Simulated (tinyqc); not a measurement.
# Changing the active dopant density in the stored part N_2

Model: dopants and charged point defects at anneal temperature: Fermi-level effect, clustering and pairing. Computed by tinyqc, a small Python program. Command: `OMP_NUM_THREADS=1 python tinyqc.py 3011880 3011881 out.jsonl pairing sweep`. One thread of a shared host (Intel(R) Xeon(R) Processor @ 2.30GHz), about 0.01 s of CPU time with the checks.

Boltzmann statistics and full ionisation of active dopants. Energies are counted from the valence band; the defect (a vacancy or self-interstitial) has five charge states, with all degeneracy factors one.

Inputs (values chosen for the exercise, with bands modelled on silicon):
```
quantity                            value    unit
site density N_s                  4.5e+22   cm^-3
pair binding energy E_b              0.65      eV
pair configurations Z                   1       -
storage temperature T_2               330       K
impurity diffusion prefactor D_0   0.0086  cm^2/s
impurity migration energy E_m        0.75      eV
dielectric constant eps              12.1       -
```

Dopant: donor. Second part: pairing with a mobile impurity.

Constants: k_B = 8.617333262e-05 eV/K; e^2/(4 pi eps_0) = 14.39964548 eV angstrom.

Method. An oppositely charged mobile impurity (density M) pairs with the dopant: pairs/free = Z (N_2/N_s) exp(E_b/k_B T_2) for M << N_2; capture radius R = e^2/(4 pi eps eps_0 k_B T_2); D_m = D_0 exp(-E_m/k_B T_2); association rate 4 pi R D_m N_2; dissociation rate = association rate/(pairs/free); tau = 1/(sum of both). Trapping slows long-range motion to D_m/(1 + pairs/free).

One run for each value; columns: (1) active dopant density in the stored part N_2 (cm^-3); (2) pairing time constant (s); (3) paired share; (4) effective diffusivity of the impurity (cm^2/s):
```
(1)              (2)      (3)         (4)
1.00e+14  5.9720e+04  0.94944  1.5286e-15
5.00e+14  1.2447e+04  0.98946  3.1861e-16
3.00e+15  2.0930e+03  0.99823  5.3573e-17
1.00e+16  6.2867e+02  0.99947  1.6092e-17
7.00e+16  8.9851e+01  0.99992  2.2999e-18
4.00e+17  1.5725e+01  0.99999  4.0250e-19
2.00e+18  3.1450e+00  1.00000  8.0501e-20
1.00e+19  6.2900e-01  1.00000  1.6100e-20
```

Over the rows, pairing time constant (s) falls from 59700 to 0.629 (exponent d ln y / d ln x about -1.00 throughout); paired share rises from 0.949 to 1.000; effective diffusivity of the impurity (cm^2/s) falls from 1.53e-15 to 1.61e-20 (exponent d ln y / d ln x about -1.00 throughout). The exponent of pairing time constant stays between -1.00 and -0.97, near -1: association is diffusion-limited, rate 4 pi R D N_2.
